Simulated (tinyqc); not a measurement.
From results back to parameters: strained quantum well: band edges, subbands and transparency. Three cases, with inputs chosen for the exercise.

Problem. In a thick strained layer the gaps to heavy and light holes are Ec - E_HH and Ec - E_LH. They were computed from hidden e and Eg.

Growth on (001), barriers unstrained: tr(e) = e (2 - nu2), Z = b e (1 + nu2); Ec = Ev + Eg + ac tr(e), E_HH = Ev + av tr(e) + Z, E_LH = Ev + av tr(e) - Z (coupling to the split-off band left out).

Case 1.

Values chosen (near those of a GaAsP/AlGaAs well; the results hold for these values, not for the real material):
- nu2 = 0.924 (2 C12/C11)
- ac = -7.23 eV
- av = 1.19 eV (Ev moves by av tr(e))
- b = -1.98 eV (shear potential)

Ec - E_HH, Ec - E_LH (eV): 1.48697  1.47097

Case 2.

Values chosen (near those of a GaAsP/AlGaAs well; the results hold for these values, not for the real material):
- nu2 = 0.92 (2 C12/C11)
- ac = -7.31 eV
- av = 1.24 eV (Ev moves by av tr(e))
- b = -1.94 eV (shear potential)

Ec - E_HH, Ec - E_LH (eV): 1.56845  1.53121

Case 3.

Values chosen (near those of an InGaAs/InP well; the results hold for these values, not for the real material):
- nu2 = 0.985 (2 C12/C11)
- ac = -6.23 eV
- av = 1.09 eV (Ev moves by av tr(e))
- b = -1.91 eV (shear potential)

Ec - E_HH, Ec - E_LH (eV): 0.79117  0.74567

Find: Z; e; Eg.

Solution. Half of (Ec - E_LH) - (Ec - E_HH) is Z, which gives e; the mean is Eg + (ac - av) tr(e).

Case 1.

Z = -0.0080 eV
e = 0.0021
Eg = 1.498 eV

Case 2.

Z = -0.0186 eV
e = 0.0050
Eg = 1.596 eV

Case 3.

Z = -0.0227 eV
e = 0.0060
Eg = 0.813 eV

Computed by tinyqc, one run a case: `OMP_NUM_THREADS=1 python tinyqc.py N N+1 out.jsonl` with N = 1251280, 1251318, 1251367; one thread of a shared Intel(R) Xeon(R) Processor @ 2.30GHz, about 0.01 s a run at most.
